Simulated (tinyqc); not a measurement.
n-type polysilicon, carrier trapping at grain boundaries: effect of the doping.

One-dimensional grains of size Lg, uniform ionised doping N, monovalent traps Qt at each boundary at a depth Et below (for electrons) or above (for holes) the band edge there, abrupt depletion of width W on each side of a boundary, Boltzmann statistics. xi is the distance from the band edge at the grain centre to the Fermi level. Trapped charge Qt/(1 + exp((xi + VB - Et)/Vt)) = 2 N W, barrier VB = q N W^2/(2 eps0 eps_r).

If the trap equation with xi = Vt ln(NB/N) has a root W < Lg/2, the grain is partly depleted; otherwise W = Lg/2 and the trap equation gives xi = Et - VB + Vt ln(Qt/(N Lg) - 1). N* = Qt/Lg. n0 = NB exp(-xi/Vt); mean density n0 (1 - 2 W/Lg) by charge balance in a partly depleted grain, and n0 (sqrt(pi)/2) erf(u)/u with u = sqrt(VB/Vt) in a fully depleted one; v = sqrt(kB T/(2 pi ms m0)); barrier resistivity Vt exp(VB/Vt)/(q fe n0 v Lg); grain resistivity (1 - 2 W/Lg)/(q n0 mug); effective mobility 1/(q mean density total resistivity). Rows with xi above 0.45 V, towards mid-gap, are left out, since the other carrier type is ignored.

Parameters, values chosen for the exercise; values of the order met in polycrystalline silicon:
- T = 300 K (temperature)
- eps_r = 11.7 (relative permittivity)
- NB = 2.8e19 cm^-3 (conduction-band density of states at T)
- Lg = 18 nm (grain size)
- Qt = 5.1e11 cm^-2 (trap density of a grain boundary)
- Et = 0.42 eV (depth of the trap level from the majority band edge at the boundary)
- ms = 0.49 m0 (mass for thermionic emission)
- fe = 0.12 (correction factor of the emission rate)
- mug = 120 cm^2/(V s) (mobility inside the grains)

Constants: q = 1.602176634e-19 C, kB = 1.380649e-23 J/K, m0 = 9.1093837015e-31 kg, Vt = kB T/q, eps0 = 8.8541878128e-14 F/cm where lengths are in cm. Results are converted to the units shown.

Result of one run:
```
N (cm^-3),N/N*,depleted share 2 W/Lg,VB (V),xi (V),mean density (cm^-3),resistivity (ohm cm),effective mobility (cm^2/(V s))
4.1e18,14.471,0.069106,0.0012264,0.049667,3.8167e18,0.061523,26.581
```

What becomes of these results when the doping N is changed from 4.1e18 to 1.2e17 cm^-3, all else the same?

Result of the changed run:
```
N (cm^-3),N/N*,depleted share 2 W/Lg,VB (V),xi (V),mean density (cm^-3),resistivity (ohm cm),effective mobility (cm^2/(V s))
1.2e17,0.42353,1.0000,0.0075164,0.42045,2.2047e12,1.0742e5,26.354
```

The whole series:
```
N (cm^-3),N/N*,depleted share 2 W/Lg,VB (V),xi (V),mean density (cm^-3),resistivity (ohm cm),effective mobility (cm^2/(V s))
1.2e17,0.42353,1.0000,0.0075164,0.42045,2.2047e12,1.0742e5,26.354
2.4e17,0.84706,1.0000,0.015033,0.36072,2.0394e13,14250,21.478
4.9e17,1.7294,0.57823,0.010262,0.10459,2.0667e17,0.63477,47.577
1e18,3.5294,0.28333,0.0050283,0.086144,7.1667e17,0.27340,31.855
2e18,7.0588,0.14167,0.0025142,0.068225,1.7167e18,0.12944,28.089
4.1e18,14.471,0.069106,0.0012264,0.049667,3.8167e18,0.061523,26.581
8.4e18,29.647,0.033730,5.9861e-4,0.031125,8.1167e18,0.029666,25.921
```

As N goes from 1.2e17 to 8.4e18, VB goes from 0.00752 through a maximum of 0.0150 (at N = 2.4e17 among the rows listed) to 5.99e-4 V, the resistivity falls from 1.07e5 to 0.0297 ohm cm and the effective mobility moves up and down between 21.5 and 47.6 cm^2/(V s). The steepest fall of the resistivity among the rows, as N^(-14.0), lies between N = 2.4e17 and 4.9e17 cm^-3; N* = 2.83e17 cm^-3. While the grain is fully depleted VB grows as N; once the traps are full it falls as 1/N. For N = 4.1e18, 8.4e18 xi is under 2.5 Vt, where Boltzmann statistics begin to fail. In every row VB is below Vt, where abrupt depletion and thermionic emission are rough. For N = 4.9e17 the grain is near the changeover between partial and full depletion, within a few Debye lengths, where both limits are rough.

Program tinyqc, `OMP_NUM_THREADS=1 python tinyqc.py 2830179 2830180 out.jsonl`; Intel Xeon 2.30GHz, shared host, one thread, about 0.01 s.
